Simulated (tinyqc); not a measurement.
Anisotropic elasticity and sound waves of a cubic crystal. Changing the C12. Computed by tinyqc, a small Python program. Command: `OMP_NUM_THREADS=1 python tinyqc.py 3027317 3027318 out.jsonl cubicelastic sweep`. One thread of a shared host (Intel(R) Xeon(R) Processor @ 2.30GHz), about 0.01 s of CPU time with the checks.

Voigt order 1..6 = xx, yy, zz, yz, xz, xy, with engineering shear strains. The rotated frame has x' as named, z' along the wafer normal and y' = z' x x'.

Inputs (values chosen for the exercise, modelled on indium arsenide):
```
quantity                                value   unit
C11                                     81.74    GPa
C44                                     38.85    GPa
expansion coefficient of the film         4.6  ppm/K
expansion coefficient of the substrate    2.6  ppm/K
cooling Delta T                           500      K
```

Frame: (110) wafer, x' along [1-11].

direction cosines a (rows x', y', z' in the cube axes):
```
            x           y           z
x'  0.5773503  -0.5773503   0.5773503
y'  0.4082483  -0.4082483  -0.8164966
z'  0.7071068   0.7071068   0.0000000
```

Method:
- S11 = (C11 + C12)/D, S12 = -C12/D, D = (C11 - C12)(C11 + 2 C12), S44 = 1/C44. Zener ratio A = 2 C44/(C11 - C12); S0 = S11 - S12 - S44/2; H = 2 C44 + C12 - C11.
- C'_ijkl = C12 delta_ij delta_kl + C44 (delta_ik delta_jl + delta_il delta_jk) - H sum_m a_im a_jm a_km a_lm.
- Invert C' to S'. E along x' = 1/S'11, along y' = 1/S'22; Poisson ratios nu(x'y') = -S'12/S'11 and nu(x'z') = -S'13/S'11; in-plane shear modulus 1/S'66.
- On cooling, a thick substrate imposes eps_1 = eps_2 = (alpha_film - alpha_substrate) Delta T and eps_6 = 0; the free surface sets sigma_3 = sigma_4 = sigma_5 = 0, which fixes eps_3, eps_4, eps_5. Biaxial modulus M = (sigma_1 + sigma_2)/(2 eps); energy density M eps^2. Elastic response and constant coefficients are assumed.

One run for each value:
```
C12 (GPa)  E along x' (GPa)  biaxial modulus M (GPa)  Zener ratio A  nu(x'z')  in-plane shear modulus (GPa)
12.8                 85.577                    94.12         1.1271   0.10137                        35.816
21.5                 88.871                   101.11         1.2898   0.14377                        32.559
30.1                 91.505                   106.62         1.5046   0.17766                        29.070
38.8                 93.703                   110.94         1.8095   0.20596                        25.233
47.5                 95.547                   114.16         2.2693   0.22970                        21.043
56.2                 97.116                   116.43         3.0423   0.24988                        16.451
64.9                 98.466                   117.84         4.6140   0.26726                        11.395
73.6                 99.641                   118.50         9.5455   0.28239                         5.801
```

Describe and explain the trends.

Over the rows, E along x' (GPa) rises from 85.6 to 99.6 (exponent d ln y / d ln x 0.073 between the first rows and 0.094 between the last); biaxial modulus M (GPa) rises from 94.1 to 118 (exponent d ln y / d ln x 0.14 between the first rows and 0.044 between the last); Zener ratio A rises from 1.13 to 9.55 (exponent d ln y / d ln x 0.26 between the first rows and 5.8 between the last). As C12 nears C11 the shear constant (C11 - C12)/2 vanishes, and directions that use it turn soft. Left out: 4.09 (the crystal is unstable or isotropic).
